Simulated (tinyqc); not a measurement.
Smoothing against break-up: capillary instabilities by surface diffusion: grooving and agglomeration of films, edge retraction, wire break-up and smoothing of roughness. Computed by tinyqc, a small Python program. Command: `OMP_NUM_THREADS=1 python tinyqc.py 3021086 3021087 out.jsonl dewet walk`. One thread of a shared host (Intel(R) Xeon(R) Processor @ 2.30GHz), about 0.01 s of CPU time with the checks.

Isotropic surface energy; shapes change by surface diffusion alone.

Inputs (values chosen for the exercise, for a model film):
```
quantity,value,unit
surface energy gamma_s,1.51,J/m^2
grain-boundary energy gamma_b,0.64,J/m^2
atomic volume Omega,20,angstrom^3
surface sites nu,8.8,1/nm^2
prefactor D0,2.6e-06,m^2/s
activation energy Q,2.04,eV
temperature T,1248,K
film thickness h,10,nm
grain radius R,100,nm
wire radius r,3.4,nm
initial ripple over radius,0.01,-
roughness wavelength lambda,170,nm
```

Grooves: at the surface only.

Constants: k_B = 8.617333262e-05 eV/K; k_B = 1.380649e-23 J/K.

Method:
- Groove angle beta: sin(beta) = gamma_b/(2 gamma). For circular grains of radius R with spherical caps the groove ends (measured from the mean surface) at the depth R g(beta), g = (2 - 3 cos beta + cos^3 beta)/(3 sin^3 beta). The film parts if R g(beta_s) > h.
- B = D_s nu gamma_s Omega^2/(k_B T), D_s = D0 exp(-Q/(k_B T)).
- A wire with r + A cos(k z) has dA/dt = (B/r^4) (kr)^2 [1 - (kr)^2] A: unstable for wavelengths above 2 pi r, fastest at kr = 1/sqrt 2 with the rate B/(4 r^4); break-up time about (4 r^4/B) ln(r/A0); each wavelength makes a sphere of radius (3 r^2 lambda_m/4)^(1/3).
- Roughness of wavelength lambda on a flat face decays as exp[-B (2 pi/lambda)^4 t]; the smoothing time is that for a factor e^3.

beta_s = 12.2349 degrees

Times (s); the last column is (h/(0.780 tan beta_s))^4/B:
```
T (K),B (nm^4/s),smoothing,wire break-up,groove to depth h
1061,1.9259e+02,8.3475e+03,1.2781e+01,6.3442e+04
1123,6.2367e+02,2.5778e+03,3.9470e+00,1.9591e+04
1186,1.8095e+03,8.8845e+02,1.3604e+00,6.7523e+03
1248,4.6355e+03,3.4682e+02,5.3104e-01,2.6359e+03
1310,1.0838e+04,1.4834e+02,2.2714e-01,1.1274e+03
1373,2.3695e+04,6.7850e+01,1.0389e-01,5.1567e+02
1498,9.1548e+04,1.7561e+01,2.6889e-02,1.3347e+02
```

What follows from these numbers?

All times share 1/B, so their ratios do not depend on T: break-up over smoothing is 0.0015. The wire breaks before this roughness is smoothed, at any temperature. Smoothing is safe for lambda well below 2 pi r, above which a ripple along the wire grows instead. B spans 2.7 decades over these rows.
